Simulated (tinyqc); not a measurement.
Bandgap voltage reference from two bipolar transistors: one step of the calculation.

Two transistors of area 1 and N carry the same current I. Is(T) = Is (T/T0)^eta exp[(Vg0 q/kB)(1/T0 - 1/T)], VBE1 = Vt ln(I/Is(T)) + I rb, VBE2 = Vt ln(I/(N Is(T))) + I rb/N. The amplifier forces I R1(T) = VBE1 - VBE2 + Vos, with R(T) = R (1 + tc (T - T0)) for both resistors, and the output is Vref = VBE1 + I R2(T). Base currents and the Early effect are neglected.

Problem. Resistor for zero slope at T0, ideal case. With tc = 0, Vos = 0 and rb = 0 the current is proportional to T, dVBE/dT = (VBE - Vg0 - (eta - 1) Vt)/T, and Vref has zero slope at T0 when Vref = Vg0 + (eta - 1) Vt0. Find VBE1, its slope, that Vref, R2/R1 and the curvature d2Vref/dT2 = -(eta - 1) kB/(q T0).

Inputs (values chosen for the exercise); values of the order met in silicon bipolar transistors: reference temperature T0 = 298 K; band-gap voltage extrapolated to 0 K Vg0 = 1.174 V; temperature exponent of the saturation current eta = 4.4; saturation current of the unit transistor at T0 Is = 1.5e-16 A; area ratio of the second transistor N = 10; resistor across which the difference of VBE falls, at T0 R1 = 9.1 kohm.

Constants: q = 1.602176634e-19 C, kB = 1.380649e-23 J/K. Results are converted to the units shown.

Wanted: VBE1; dVBE/dT; Vref; R2/R1; curvature.

Solution.

VBE1 = 0.62894 V
dVBE/dT = -2.1220 mV/K
Vref = 1.2613 V
R2/R1 = 10.695
curvature = -0.98319 uV/K^2

Program tinyqc, `OMP_NUM_THREADS=1 python tinyqc.py 2062139 2062140 out.jsonl`; Intel Xeon 2.30GHz, shared host, one thread, about 0.03 s.
